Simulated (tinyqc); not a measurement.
# Inputs raised by 10 %, one at a time

Model: implant damage, amorphisation by cascade overlap, and solid-phase epitaxial regrowth. Computed by tinyqc, a small Python program. Command: `OMP_NUM_THREADS=1 python tinyqc.py 3111879 3111880 out.jsonl sper sens`. One thread of a shared host (Intel(R) Xeon(R) Processor @ 2.30GHz), about 0.01 s of CPU time with the checks.

Range and width of the damage are inputs. Dynamic annealing enters only through the surviving share f.

Inputs (values chosen for the exercise, modelled on phosphorus ions in silicon): atomic density N = 49.9 1/nm^3; ion Z1 = 15; ion mass M1 = 31 u; target Z2 = 14; target mass M2 = 28.09 u; ion energy E = 14 keV; displacement energy E_d = 14 eV; depth of the damage peak R_d = 12 nm; width of the damage profile s_d = 7 nm; share of defects that survive f = 0.34; critical displaced share x_c = 0.15; dose Q = 1.7e+14 1/cm^2; regrowth prefactor v0 = 5.1e+15 nm/s; regrowth energy E_a = 2.72 eV; anneal temperature = 629 C; rate relative to (100) = 1; peak enhancement by the dopant = 8.

Constants: a_0 = 0.529177210903 angstrom; e^2/(4 pi eps_0) = 14.39964548 eV angstrom; k_B = 8.617333262e-05 eV/K.

Method:
- Robinson partition: eps = E a M2/(Z1 Z2 (e^2/(4 pi eps_0)) (M1 + M2)), a = 0.8853 a_0/sqrt(Z1^(2/3) + Z2^(2/3)); k = 0.0793 Z1^(2/3) Z2^(1/2) (M1 + M2)^(3/2)/((Z1^(2/3) + Z2^(2/3))^(3/4) M1^(3/2) M2^(1/2)); damage energy T_d = E/(1 + k (eps + 0.40244 eps^(3/4) + 3.4008 eps^(1/6))); displacements nu = 0.8 T_d/(2 E_d).
- Displaced share x(z) = f nu Q exp(-(z - R_d)^2/(2 s_d^2))/(sqrt(2 pi) s_d N); the layer is amorphous where x > x_c, between R_d -/+ s_d sqrt(2 ln(x_max/x_c)), the upper edge being cut at the surface. Threshold dose Q_c = Q x_c/x_max.
- Displaced atoms per area beyond the lower edge z2: f nu Q (1/2) erfc((z2 - R_d)/(sqrt2 s_d)); they are not removed by regrowth.
- v = v0 x orientation factor x exp(-E_a/(k_B T)) x [1 + (enhancement - 1) exp(-(z - R_d)^2/(2 s_d^2))], T = anneal temperature + 273.15 K; the dopant is taken to follow the damage profile; the lower front moves from the lower edge z2 to the surface, or to the middle (z1 + z2)/2 of a buried layer with upper edge z1; time = int dz/v; the equivalent undoped distance is that time times the undoped velocity.

Runs; columns: (1) input moved; (2) from; (3) to; (4) threshold dose Q_c (1/cm^2); (5) lower edge (nm); (6) displaced atoms beyond z2 (1/cm^2); (7) time with enhancement (s):
```
(1)                                    (2)       (3)         (4)     (5)         (6)      (7)
base run                                 -         -  1.4039e+14  16.331  4.2632e+15  0.17600
depth of the damage peak R_d (nm)       12      13.2  1.4039e+14  17.531  4.2632e+15  0.17600
share of defects that survive f       0.34     0.374  1.2763e+14  17.300  3.9267e+15  0.22171
dose Q (1/cm^2)                    1.7e+14  1.87e+14  1.4039e+14  17.300  3.9267e+15  0.22171
peak enhancement by the dopant           8       8.8  1.4039e+14  16.331  4.2632e+15  0.16013
```

Exponents ln(y'/y) / ln(x'/x):
```
input                            threshold dose Q_c  lower edge  displaced atoms beyond z2  time with enhancement
depth of the damage peak R_d                      0       0.744                      0.000                  0.000
share of defects that survive f                  -1       0.605                     -0.863                  2.422
dose Q                                            0       0.605                     -0.863                  2.422
peak enhancement by the dopant                    0       0.000                      0.000                 -0.992
```

To which inputs is each result most sensitive?

Among the inputs moved here: threshold dose Q_c answers most in size to share of defects that survive f (exponent -1.000); its exponent is below 0.0005 for depth of the damage peak R_d, dose Q, peak enhancement by the dopant. Lower edge answers most in size to depth of the damage peak R_d (exponent +0.744), next to share of defects that survive f (+0.605); its exponent is below 0.0005 for peak enhancement by the dopant. Displaced atoms beyond z2 answers most in size to share of defects that survive f (exponent -0.863), and about equally to dose Q (-0.863); its exponent is below 0.0005 for depth of the damage peak R_d, peak enhancement by the dopant. Time with enhancement answers most in size to share of defects that survive f (exponent +2.422), and about equally to dose Q (+2.422); its exponent is below 0.0005 for depth of the damage peak R_d.

Extremes, crossings and ranges named in words are read from the listed rows.
